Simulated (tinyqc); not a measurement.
# Valley-orbit splitting of a donor ground state, with strain, step by step

A worked calculation. Computed by tinyqc, a small Python program that keeps every step. Command: `OMP_NUM_THREADS=1 python tinyqc.py 3008362 3008363 out.jsonl valleyorbit walk`. One thread of a shared host (Intel(R) Xeon(R) Processor @ 2.30GHz), about 0.01 s of CPU time with the checks. Intermediate numbers are printed to about 6 digits and carried at full precision; extremes and crossings named in words are read from the listed rows.

The basis is the 1s envelope in each valley; energies are counted from the unstrained conduction-band edge. The strain is e_s (a a^T - 1/3) for the unit stress axis a, so valley j along n_j moves by Xi_u e_s w_j with w_j = (n_j.a)^2 - 1/3: +1/6 for x and y, -1/3 for z. The splitting at the zone boundary that a [110] shear adds for <100> valleys is left out.

Inputs (values chosen for the exercise, modelled on donors in silicon):
```
quantity                                     value   unit
single-valley binding energy E_0              31.3    meV
central-cell shift Lambda                     7.17    meV
coupling Delta_1                              4.11    meV
coupling Delta_2                              3.04    meV
shear deformation potential Xi_u              9.11     eV
shear strain e_s                          -0.00039      -
temperature T                                  120      K
donor density N_D                          3.6e+15  cm^-3
density-of-states mass of one valley m_e     0.333    m_0
```

Valleys: six along <100>. Stress axis: [110].

Constants: k_B = 8.617333262e-05 eV/K; m_0 = 9.1093837015e-31 kg; k_B = 1.380649e-23 J/K; h = 6.62607015e-34 J s.

## Levels without strain

By symmetry: E(A1) = E_0 + Lambda + 4 Delta_1 + Delta_2 (one state), E(T2) = E_0 + Lambda - Delta_2 (three), E(E) = E_0 + Lambda - 2 Delta_1 + Delta_2 (two), as binding energies.

E(A1) = 57.95 meV

E(T2) = 35.43 meV

E(E) = 33.29 meV

Only A1 has all valley amplitudes in phase, so only it has weight at the nucleus. Of the upper states T2 is bound more strongly, because Delta_1 is larger than Delta_2.

## The valley matrix under strain

H_jj = -(E_0 + Lambda) + Xi_u e_s w_j; H_jk = -Delta_2 between opposite valleys and -Delta_1 between perpendicular ones.

H (meV):
```
           +x         -x         +y         -y         +z         -z
+x  -39.06215   -3.04000   -4.11000   -4.11000   -4.11000   -4.11000
-x   -3.04000  -39.06215   -4.11000   -4.11000   -4.11000   -4.11000
+y   -4.11000   -4.11000  -39.06215   -3.04000   -4.11000   -4.11000
-y   -4.11000   -4.11000   -3.04000  -39.06215   -4.11000   -4.11000
+z   -4.11000   -4.11000   -4.11000   -4.11000  -37.28570   -3.04000
-z   -4.11000   -4.11000   -4.11000   -4.11000   -3.04000  -37.28570
```

## Levels and ground state under strain

Diagonalise H; the ground vector has positive components. The density at the nucleus, and so the contact hyperfine coupling, scales as (sum_j c_j)^2/(number of valleys), which is 1 without strain; the envelopes are held fixed.

levels (meV): -57.9777  -36.0222  -36.0222  -34.2457  -33.8822  -32.6701

valley amplitudes of the ground state: +x 0.417582, -x 0.417582, +y 0.417582, -y 0.417582, +z 0.388910, -z 0.388910

hyperfine ratio A/A_0 = 0.998904

The valleys that move down hold 69.7 % of the ground state, against 66.7 % without strain.

## Binding energy under strain

The binding energy is counted from the lowest valley edge, min_j Xi_u e_s w_j; the gap is from the ground state to the next level.

binding energy under strain = 57.3856 meV

gap to the first excited state = 21.9556 meV

## Populations and ionisation

z = sum over levels of exp(-(E - E_ground)/k_B T), the ground-state share being 1/z; N_c = 2 (2 pi m_e k_B T/h^2)^(3/2) sum_j exp(-(shift_j - lowest shift)/k_B T); n1 = N_c/(2 z) exp(-binding/k_B T), binding = lowest shift - E_ground; without compensation n = 2 N_D/(1 + sqrt(1 + 4 N_D/n1)) (Boltzmann statistics; p and higher states left out).

partition sum z = 1.52386

share of neutral donors in the ground state = 0.656227

N_c = 6.93436e+18 cm^-3

n1 = 8.84997e+15 cm^-3

free electrons n = 2.74721e+15 cm^-3

## Strain dependence

The contact hyperfine ratio is A/A_0 = (sum_j c_j)^2/(number of valleys), c_j the valley amplitudes of the ground state; binding from the lowest valley edge.

Against strain:
```
e_s       Xi_u e_s (w_max - w_min) (meV)  binding (meV)  gap to next level (meV)     A/A_0
-0.00310                       -14.12050        54.6815                  19.2515  0.955391
-0.00120                        -5.46600        56.3764                  20.9464  0.990793
-0.00039                        -1.77645        57.3856                  21.9556  0.998904
-0.00012                        -0.54660        57.7705                  22.3405  0.999892
0.00012                          0.54660        57.5883                  22.1583  0.999889
0.00039                          1.77645        56.7948                  21.3648  0.998794
0.00120                          5.46600        54.5931                  19.1631  0.987737
0.00310                         14.12050        50.5531                  15.1231  0.915921
```

A/A_0 falls for either sign of strain, to 0.955 and 0.916 at the ends; its limits are the shares of the valleys that end up lowest, 4/6 under compression and 2/6 under tension. Near zero strain A/A_0 changes in second order, the binding in first. The binding energy drops from 57.95 meV to 54.68 and 50.55 meV, since fewer valleys share the valley-orbit gain.

## Do the excited 1s states matter for ionisation?

No strain here. The last two columns set z = 1, with the A1 depth, or use one level at E_0 with z equal to the number of valleys.

Ionised share:
```
T (K)        z  all 1s states  ground state alone  no splitting
34     1.00182    6.27101e-04         6.27671e-04      0.023916
56     1.04028    4.26245e-02         4.34556e-02      0.248723
84     1.19995    3.32393e-01         3.57264e-01      0.664280
120    1.52411    7.63013e-01         8.20288e-01      0.901119
170    2.01642    9.45113e-01         9.71253e-01      0.971988
270    2.83263    9.90229e-01         9.96507e-01      0.993375
450    3.73734    9.97754e-01         9.99397e-01      0.998185
```

z grows from 1.002 to 3.74 of at most 6. Leaving out the excited states overstates the ionised share by up to 7.5 % (at 120 K); ignoring the splitting misses by a factor 38.1 at the lowest T and 1.00 at the highest.

Checks made by the program: symmetry formulas against diagonalisation (relative difference below 1e-10).
